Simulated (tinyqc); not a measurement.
Optical gain and spontaneous emission in a bulk direct-gap semiconductor, step by step. Values are carried at full precision from step to step, so a last printed digit may differ when a step is redone from the rounded ones.

F_j(eta) = (1/Gamma(j + 1)) integral_0^infinity x^j dx/(1 + exp(x - eta)), which tends to exp(eta) for eta << 0.

Quasi-Fermi levels: n = Nc F_1/2(Fc/kT) and p = Nv F_1/2(Fv/kT), Fc counted up from the conduction edge and Fv down from the valence edge; Nc, Nv from N = 2 (m kB T/(4 pi c))^(3/2) with c = hbar^2/2m0, in 1/angstrom^3; times 1e24 for 1/cm^3, with me and (mhh^(3/2) + mlh^(3/2))^(2/3).

Constants: hbar^2/2m0 = 3.80998211 eV angstrom^2; kB = 8.617333262e-05 eV/K; fine-structure constant alpha = 0.007297352564; hbar = 6.58211957e-16 eV s; hbar c = 1973.269805 eV angstrom.

Inputs chosen for the exercise (near those of GaAs; the results hold for these values, not for the real material): me = 0.0694 m0 (electron mass); mhh = 0.477 m0 (heavy-hole mass); mlh = 0.081 m0 (light-hole mass); n = 2.2e+18 1/cm^3 (injected density, n = p); T = 200 K; Eg = 1.384 eV (direct gap); Ep = 25.2 eV (Kane energy); nr = 3.55 (refractive index); E = 1.434 eV (photon energy).

## Quasi-Fermi levels

Solve for Fc and Fv.

kT = 0.017235 eV
Nc = 2.497e+17 1/cm^3
Nv = 4.815e+18 1/cm^3
Fc = 0.0859 eV
Fv = -0.0107 eV
Fc + Fv = 0.0752 eV

The separation of the quasi-Fermi levels exceeds the gap, so photons between Eg and Eg + (Fc + Fv) see gain. The quasi-Fermi level of the electrons lies inside the band, that of the holes in the gap.

## Absorption of the empty crystal

Parabolic bands, vertical transitions, no excitons. For each hole band j: mr = me mj/(me + mj); joint density of states J_j(E) = (mr/c)^(3/2) sqrt(E - Eg)/(2 pi^2), both spins, c = hbar^2/2m0; averaged matrix element |e.p|^2 = m0 Ep/6; alpha_j(E) = 4 pi^2 alpha_f c Ep J_j/(3 nr E) in 1/angstrom (alpha_f the fine-structure constant, listed as alpha among the constants), times 1e8 for 1/cm.

Evaluate at E for heavy and light holes.

mr, J and alpha of each hole band:
```
hole   mr (m0)  J (1/(eV angstrom^3))  alpha (1/cm)
heavy  0.06059              2.272e-05        4114.1
light  0.03738              1.101e-05        1993.5
```

The heavy-hole band gives 67 % of the total, 6108 1/cm.

## Occupations and gain at E

For band j the electron sits at Ee = (E - Eg) mr/me above its edge and the hole at Eh = (E - Eg) mr/mj; fe = 1/(1 + exp((Ee - Fc)/kT)), fh = 1/(1 + exp((Eh - Fv)/kT)); gain g = sum_j alpha_j (fe + fh - 1).

Use mr and alpha from the table.

Energies, occupations and gain of each hole band:
```
hole   Ee (eV)  Eh (eV)     fe     fh  g (1/cm)
heavy   0.0436   0.0064  0.921  0.271       788
light   0.0269   0.0231  0.968  0.123       183
```

total gain = 971 1/cm

E - Eg = 0.0500 eV is below Fc + Fv = 0.0752 eV, so both bands give gain (Bernard-Duraffourg).

## Spontaneous emission

Spontaneous rate: R = integral of (nr E/(hbar c))^2/(pi^2 hbar) sum_j alpha_j fe fh dE, with alpha in 1/cm and (nr E/(hbar c))^2 in 1/cm^2 (1e16 per 1/angstrom^2); B = R/(n p); lifetime n/R.

Integrate over photon energy.

R = 1.26e+27 1/(cm^3 s)
B = 2.60e-10 cm^3/s
radiative lifetime = 1.75 ns

## Checks

- B at n = 1e13 1/cm^3 against the van Roosbroeck-Shockley value from alpha and ni^2 (cm^3/s): both 4.59e-10.

Program tinyqc; command `OMP_NUM_THREADS=1 python tinyqc.py 1680211 1680212 out.jsonl`; about 0.07 s on one thread of a shared Intel(R) Xeon(R) Processor @ 2.30GHz.
